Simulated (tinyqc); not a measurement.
Changing the NH4F added: speciation in dilute and buffered hydrofluoric acid, oxide etch rate and bath loading. Computed by tinyqc, a small Python program. Command: `OMP_NUM_THREADS=1 python tinyqc.py 3120746 3120747 out.jsonl hfetch sweep`. One thread of a shared host (Intel(R) Xeon(R) Processor @ 2.30GHz), about 0.01 s of CPU time with the checks.

Concentrations stand for activities, NH4+ and Cl- are spectators, and water ionisation is neglected. H, F and HF2 denote the ions H+, F- and HF2-. The base temperature is 298 K.

Inputs (values chosen for the exercise, of the order of those for thermal oxide at room temperature):

| quantity | value | unit |
|---|---|---|
| HF added | 0.076 | mol/L |
| HCl added | 0 | mol/L |
| K1 = [H][F]/[HF] | 0.000644 | mol/L |
| K2 = [HF2]/([HF][F]) | 3.62 | L/mol |
| K3 = [H2F2]/[HF]^2 | 0 | L/mol |
| rate constant of neutral HF k_a | 18 | nm L/(min mol) |
| rate constant of HF2 k_b | 56 | nm L/(min mol) |
| activation energy | 0.39 | eV |
| temperature error | 2.1 | K |
| oxide removed per wafer | 57 | nm |

Constants: k_B = 8.617333262e-05 eV/K.

Method:
- Fluoride balance: [HF] + [F] + 2 [HF2] + 2 [H2F2] = HF added + NH4F added. Acid balance: [H] + [HF] + [HF2] + 2 [H2F2] = HF added + HCl added. For a trial [H], [HF] = [H][F]/K1, and the fluoride balance is a quadratic in [F].
- The root is refined to 1e-13 in pH = -log10 [H].
- Rate = k_a ([HF] + 2 [H2F2]) + k_b [HF2], an empirical two-term form.
- Time = oxide/rate; a temperature error changes the rate by exp((E_a/k_B)(1/298 - 1/(298 + error))) - 1.

One run for each value:

| NH4F added (mol/L) | etch rate (nm/min) | pH | [HF2] (mol/L) | [HF] (mol/L) |
|---|---|---|---|---|
| 0.0025 | 1.3213 | 2.2045 | 0.001728 | 0.068028 |
| 0.0052 | 1.3523 | 2.2781 | 0.002084 | 0.068645 |
| 0.011 | 1.4126 | 2.4230 | 0.002962 | 0.069262 |
| 0.022 | 1.5111 | 2.6417 | 0.004846 | 0.068872 |
| 0.044 | 1.6784 | 2.9325 | 0.008722 | 0.066110 |
| 0.09 | 1.9679 | 3.2890 | 0.016031 | 0.059455 |
| 0.18 | 2.3917 | 3.6882 | 0.027036 | 0.048759 |
| 0.37 | 2.9348 | 4.1681 | 0.041264 | 0.034668 |
| 0.76 | 3.4424 | 4.7095 | 0.054599 | 0.021381 |

Over the rows, etch rate (nm/min) rises from 1.32 to 3.44 (exponent d ln y / d ln x 0.032 between the first rows and 0.22 between the last); pH rises from 2.20 to 4.71; [HF2] (mol/L) rises from 0.00173 to 0.0546 (exponent d ln y / d ln x 0.26 between the first rows and 0.39 between the last).

Caution (rows 0.760): at ionic strengths above about 0.5 mol/L activities differ much from concentrations, so pH and rates are only indicative.
